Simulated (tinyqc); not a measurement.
Transparency density and B against temperature: optical gain and spontaneous emission in a bulk direct-gap semiconductor.

Parabolic bands, vertical transitions, no excitons. For each hole band j: mr = me mj/(me + mj); joint density of states J_j(E) = (mr/c)^(3/2) sqrt(E - Eg)/(2 pi^2), both spins, c = hbar^2/2m0; averaged matrix element |e.p|^2 = m0 Ep/6; alpha_j(E) = 4 pi^2 alpha_f c Ep J_j/(3 nr E) in 1/angstrom (alpha_f the fine-structure constant, listed as alpha among the constants), times 1e8 for 1/cm.

F_j(eta) = (1/Gamma(j + 1)) integral_0^infinity x^j dx/(1 + exp(x - eta)), which tends to exp(eta) for eta << 0.

Quasi-Fermi levels: n = Nc F_1/2(Fc/kT) and p = Nv F_1/2(Fv/kT), Fc counted up from the conduction edge and Fv down from the valence edge; Nc, Nv from N = 2 (m kB T/(4 pi c))^(3/2) with c = hbar^2/2m0, in 1/angstrom^3; times 1e24 for 1/cm^3, with me and (mhh^(3/2) + mlh^(3/2))^(2/3).

For band j the electron sits at Ee = (E - Eg) mr/me above its edge and the hole at Eh = (E - Eg) mr/mj; fe = 1/(1 + exp((Ee - Fc)/kT)), fh = 1/(1 + exp((Eh - Fv)/kT)); gain g = sum_j alpha_j (fe + fh - 1).

Spontaneous rate: R = integral of (nr E/(hbar c))^2/(pi^2 hbar) sum_j alpha_j fe fh dE, with alpha in 1/cm and (nr E/(hbar c))^2 in 1/cm^2 (1e16 per 1/angstrom^2); B = R/(n p); lifetime n/R.

Constants: hbar^2/2m0 = 3.80998211 eV angstrom^2; fine-structure constant alpha = 0.007297352564; kB = 8.617333262e-05 eV/K; hbar = 6.58211957e-16 eV s; hbar c = 1973.269805 eV angstrom.

Parameters, chosen for this exercise (near those of GaN; the results hold for these values, not for the real material):
- Eg = 3.392 eV (direct gap)
- me = 0.2051 m0 (electron mass)
- mhh = 1.453 m0 (heavy-hole mass)
- mlh = 0.2893 m0 (light-hole mass)
- Ep = 17.1 eV (Kane energy)
- nr = 2.62 (refractive index)

Eg is held fixed; B is taken at n = 1e15 1/cm^3.

Results:
```
T (K)  transparency density (1/cm^3)  Fc/kT there  B (cm^3/s)
100                         1.24e+18        1.958    3.04e-10
150                         2.28e+18        1.958    1.66e-10
200                         3.51e+18        1.958    1.08e-10
250                         4.90e+18        1.958    7.73e-11
300                         6.44e+18        1.958    5.89e-11
350                         8.12e+18        1.958    4.68e-11
400                         9.91e+18        1.958    3.84e-11
500                         1.39e+19        1.958    2.76e-11
```

What can be read from this table?

Fc/kT at transparency stays at 1.958, since it depends on Nv/Nc alone, so the density goes as T^1.50. B goes as T^-1.49, against T^-1.5 for non-degenerate carriers: hot carriers spread over k and fewer pairs share a wave vector.

Program tinyqc; command `OMP_NUM_THREADS=1 python tinyqc.py 1650260 1650261 out.jsonl`; about 0.1 s on one thread of a shared Intel(R) Xeon(R) Processor @ 2.30GHz.
